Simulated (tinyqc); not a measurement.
Lossy on-chip transmission line with skin effect: one step of the calculation.

A uniform line in a homogeneous dielectric: c = sqrt(er)/(c0 Z0), l = Z0 sqrt(er)/c0 (c0 = 299792458 m/s), g = w c td, w = 2 pi f. The resistance joins its limits as r = sqrt(r_dc^2 + r_hf^2), with r_dc = rho/(wd th), r_hf = kr rho/(2 delta (wd + th)), delta = sqrt(rho/(pi f mu0)), mu0 = 4 pi 1e-7 H/m; this is an interpolation, and internal inductance, up to 0.05 nH/mm at low frequency, is neglected.

Problem. Line constants. delta, r_dc, r_hf, r, l, c and g as defined.

Inputs (values chosen for the exercise):
- wd = 3.6 um (width of the strip)
- th = 3 um (thickness of the strip)
- rho = 2 uohm cm (resistivity)
- er = 3.5 (relative permittivity)
- td = 0.02 (loss tangent)
- Z0 = 75 ohm (lossless impedance sqrt(l/c))
- kr = 1.5 (factor for crowding and the return path)
- f = 0.34 GHz (frequency)

Give: delta; r_dc; r_hf; r; l; c; g.

Solution.

delta = 3.8601 um
r_dc = 1.8519 ohm/mm
r_hf = 0.58878 ohm/mm
r = 1.9432 ohm/mm
l = 0.46803 nH/mm
c = 83.206 pF/m
g = 0.0035550 S/m

r is 1.05 times r_dc; the skin depth is 1.29 of the thickness.

Program tinyqc, `OMP_NUM_THREADS=1 python tinyqc.py 2810175 2810176 out.jsonl`; Intel Xeon 2.30GHz, shared host, one thread, about 0.01 s.
